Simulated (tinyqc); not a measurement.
Hueckel theory of the pi electrons, for the molecule C=Cc1ccc(Cl)c2c1C=C2 (SMILES; centres numbered as the heavy atoms are written), step by step. One step of it, computed by the program tinyqc.

Question. Orbitals. Diagonalise; E = alpha + x beta with beta < 0, so the largest x are filled first; degenerate levels share their electrons. P = sum n_i c_ri c_si; each orbital has its largest coefficient positive (the first on a tie).

Hueckel matrix in units of beta (H = alpha + beta A):
```
           1C        2C        3C        4C        5C        6C       7Cl        8C
1C   0.000000  1.000000  0.000000  0.000000  0.000000  0.000000  0.000000  0.000000
2C   1.000000  0.000000  1.000000  0.000000  0.000000  0.000000  0.000000  0.000000
3C   0.000000  1.000000  0.000000  1.000000  0.000000  0.000000  0.000000  0.000000
4C   0.000000  0.000000  1.000000  0.000000  1.000000  0.000000  0.000000  0.000000
5C   0.000000  0.000000  0.000000  1.000000  0.000000  1.000000  0.000000  0.000000
6C   0.000000  0.000000  0.000000  0.000000  1.000000  0.000000  0.400000  1.000000
7Cl  0.000000  0.000000  0.000000  0.000000  0.000000  0.400000  2.000000  0.000000
8C   0.000000  0.000000  0.000000  0.000000  0.000000  1.000000  0.000000  0.000000
9C   0.000000  0.000000  1.000000  0.000000  0.000000  0.000000  0.000000  1.000000
10C  0.000000  0.000000  0.000000  0.000000  0.000000  0.000000  0.000000  0.000000
11C  0.000000  0.000000  0.000000  0.000000  0.000000  0.000000  0.000000  1.000000

           9C       10C       11C
1C   0.000000  0.000000  0.000000
2C   0.000000  0.000000  0.000000
3C   1.000000  0.000000  0.000000
4C   0.000000  0.000000  0.000000
5C   0.000000  0.000000  0.000000
6C   0.000000  0.000000  0.000000
7Cl  0.000000  0.000000  0.000000
8C   1.000000  0.000000  1.000000
9C   0.000000  1.000000  0.000000
10C  1.000000  0.000000  1.000000
11C  0.000000  1.000000  0.000000
```

pi electrons, sum of z_r less the charge = 12

Give: x values; occupations; coefficients; charge and bond-order matrix P.

Answer.

x values: [2.4458, 2.0693, 1.6402, 1.3113, 0.7253, 0.2457, -0.2519, -0.7482, -1.3786, -1.6424, -2.4164]

occupations: [2.0000, 2.0000, 2.0000, 2.0000, 2.0000, 2.0000, 0.0000, 0.0000, 0.0000, 0.0000, 0.0000]

coefficients:
```
        MO1      MO2      MO3      MO4      MO5      MO6      MO7      MO8
1C   0.0693  -0.0596   0.2628  -0.2446   0.5588   0.2254  -0.2362   0.5658
2C   0.1694  -0.1233   0.4311  -0.3207   0.4053   0.0554   0.0595  -0.4233
3C   0.3451  -0.1956   0.4442  -0.1759  -0.2649  -0.2118   0.2212  -0.2491
4C   0.2325  -0.0753   0.3996   0.3033  -0.3407   0.2666   0.2673   0.3689
5C   0.2236   0.0397   0.2112   0.5737   0.0177   0.2773  -0.2886  -0.0269
6C   0.3143   0.1575  -0.0532   0.4489   0.3536  -0.1985  -0.1946  -0.3488
7Cl  0.2820   0.9091   0.0591  -0.2607  -0.1109   0.0453   0.0346   0.0508
8C   0.4323  -0.0774  -0.3221   0.1193   0.2831  -0.3442   0.3238   0.2676
9C   0.4420  -0.2061  -0.1021  -0.2134  -0.2567  -0.3740  -0.3825   0.2408
10C  0.3038  -0.1535  -0.2896  -0.2231  -0.2044   0.4640  -0.4486  -0.1986
11C  0.3010  -0.1116  -0.3730  -0.0792   0.1085   0.4880   0.4955  -0.0922

         MO9     MO10     MO11
1C   -0.2107   0.2708  -0.0776
2C    0.2904  -0.4448   0.1876
3C   -0.1897   0.4597  -0.3757
4C   -0.2801  -0.3942   0.2449
5C    0.5758   0.1878  -0.2161
6C   -0.5137   0.0858   0.2772
7Cl   0.0608  -0.0094  -0.0251
8C    0.1080  -0.3249  -0.4438
9C    0.2512   0.0840   0.4753
10C  -0.2646  -0.2727  -0.3291
11C   0.1136   0.3639   0.3198
```

charge and bond-order matrix P:
```
          1C       2C       3C       4C       5C       6C      7Cl       8C
1C    1.0006   0.8995  -0.0008  -0.1577   0.0015   0.0829  -0.0143   0.0027
2C    0.8995   0.9998   0.4228   0.0007  -0.0748  -0.0015   0.0046   0.0027
3C   -0.0008   0.4228   1.0012   0.5057  -0.0023  -0.1531   0.0229  -0.0037
4C   -0.1577   0.0007   0.5057   0.9972   0.7506   0.0055  -0.0170  -0.3488
5C    0.0015  -0.0748  -0.0023   0.7506   1.0050   0.5481  -0.0547   0.0071
6C    0.0829  -0.0015  -0.1531   0.0055   0.5481   0.9847   0.1269   0.7255
7Cl  -0.0143   0.0046   0.0229  -0.0170  -0.0547   0.1269   1.9836  -0.0911
8C    0.0027   0.0027  -0.0037  -0.3488   0.0071   0.7255  -0.0911   1.0187
9C   -0.3190  -0.0001   0.6644   0.0010  -0.3232  -0.0008  -0.0031   0.5411
10C  -0.0021  -0.0802   0.0026   0.1843  -0.0046  -0.3557   0.0617  -0.0154
11C   0.2389   0.0007  -0.3163  -0.0030   0.1518   0.0055  -0.0158   0.2243

          9C      10C      11C
1C   -0.3190  -0.0021   0.2389
2C   -0.0001  -0.0802   0.0007
3C    0.6644   0.0026  -0.3163
4C    0.0010   0.1843  -0.0030
5C   -0.3232  -0.0046   0.1518
6C   -0.0008  -0.3557   0.0055
7Cl  -0.0031   0.0617  -0.0158
8C    0.5411  -0.0154   0.2243
9C    0.9992   0.2440   0.0013
10C   0.2440   1.0133   0.8771
11C   0.0013   0.8771   0.9966
```
